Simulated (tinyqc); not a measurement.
Armchair graphene nanoribbon in tight binding, step by step. Values are carried at full precision from step to step, so a last printed digit may differ when a step is redone from the rounded ones.

An armchair ribbon of N dimer lines, width (N - 1) sqrt3 acc/2, period 3 acc, one pz orbital a site. In line n, A_n binds to B_n with -t exp(ik/3), times (1 + d) in the two edge lines, and to B_(n-1) and B_(n+1) with -t exp(-ik/6); k runs from -pi to pi. For d = 0 the modes across the ribbon are sin(n p pi/(N + 1)), p = 1 to N, with E = -/+ t sqrt(1 + 4 c^2 + 4 c cos(k/2)), c = cos(p pi/(N + 1)).

Parameters, chosen for this exercise (near those used for graphene; shifted at random, so the results belong to these values and not to a real crystal):
- t = 2.98 eV (hopping)
- N = 7 (dimer lines)
- k = 0.47 (k times the period 3 acc)
- d = 0 (relative strengthening of the edge bonds)

## Transverse modes without edge correction

For each p give c, |E| at k = 0, t |1 + 2c|, and |E| at the given k.

Modes:
```
p        c  |E| at k = 0 (eV)  |E| at k (eV)
1   0.9239             8.4863         8.4330
2   0.7071             7.1944         7.1462
3   0.3827             5.2608         5.2252
4   0.0000             2.9800         2.9800
5  -0.3827             0.6992         0.9287
6  -0.7071             1.2344         1.4880
7  -0.9239             2.5263         2.6989
```

N = 7 = 3 x 2 + 1. No mode has c = -1/2; the nearest, p = 5, leaves a gap of 1.3984 eV.

## The Hamiltonian at k

Fill in the matrix.

H(k) (eV):
```
                 A1               A2               A3               A4               A5               A6
A1                0                0                0                0                0                0
A2                0                0                0                0                0                0
A3                0                0                0                0                0                0
A4                0                0                0                0                0                0
A5                0                0                0                0                0                0
A6                0                0                0                0                0                0
A7                0                0                0                0                0                0
B1  -2.9435+0.4650i  -2.9709-0.2332i                0                0                0                0
B2  -2.9709-0.2332i  -2.9435+0.4650i  -2.9709-0.2332i                0                0                0
B3                0  -2.9709-0.2332i  -2.9435+0.4650i  -2.9709-0.2332i                0                0
B4                0                0  -2.9709-0.2332i  -2.9435+0.4650i  -2.9709-0.2332i                0
B5                0                0                0  -2.9709-0.2332i  -2.9435+0.4650i  -2.9709-0.2332i
B6                0                0                0                0  -2.9709-0.2332i  -2.9435+0.4650i
B7                0                0                0                0                0  -2.9709-0.2332i

                 A7               B1               B2               B3               B4               B5
A1                0  -2.9435-0.4650i  -2.9709+0.2332i                0                0                0
A2                0  -2.9709+0.2332i  -2.9435-0.4650i  -2.9709+0.2332i                0                0
A3                0                0  -2.9709+0.2332i  -2.9435-0.4650i  -2.9709+0.2332i                0
A4                0                0                0  -2.9709+0.2332i  -2.9435-0.4650i  -2.9709+0.2332i
A5                0                0                0                0  -2.9709+0.2332i  -2.9435-0.4650i
A6                0                0                0                0                0  -2.9709+0.2332i
A7                0                0                0                0                0                0
B1                0                0                0                0                0                0
B2                0                0                0                0                0                0
B3                0                0                0                0                0                0
B4                0                0                0                0                0                0
B5                0                0                0                0                0                0
B6  -2.9709-0.2332i                0                0                0                0                0
B7  -2.9435+0.4650i                0                0                0                0                0

                 B6               B7
A1                0                0
A2                0                0
A3                0                0
A4                0                0
A5  -2.9709+0.2332i                0
A6  -2.9435-0.4650i  -2.9709+0.2332i
A7  -2.9709+0.2332i  -2.9435-0.4650i
B1                0                0
B2                0                0
B3                0                0
B4                0                0
B5                0                0
B6                0                0
B7                0                0
```

## Levels at k

Diagonalise H.

levels (eV): -8.4330  -7.1462  -5.2252  -2.9800  -2.6989  -1.4880  -0.9287  0.9287  1.4880  2.6989  2.9800  5.2252  7.1462  8.4330

The levels come in pairs +E, -E because only A-B bonds occur.

## The gap with the edge correction

First order in d: for the mode p nearest to c = -1/2 the gap is 2t |1 + 2c + d w|, w = 4 sin^2(p pi/(N + 1))/(N + 1) being the weight on the two edge lines. Compare with twice the smallest |E| of H(0).

p = 5
w = 0.4268
gap to first order = 1.3984 eV
gap from H(0) = 1.3984 eV

With d = 0 the two agree.

## Checks

- Positive levels of H(k) for d = 0 against the mode formula: they agree to 1e-10 or better.

Run: tinyqc, `OMP_NUM_THREADS=1 python tinyqc.py 1451885 1451886 out.jsonl`; Intel(R) Xeon(R) Processor @ 2.30GHz, one thread, shared host; about 0.04 s of CPU time with all checks.
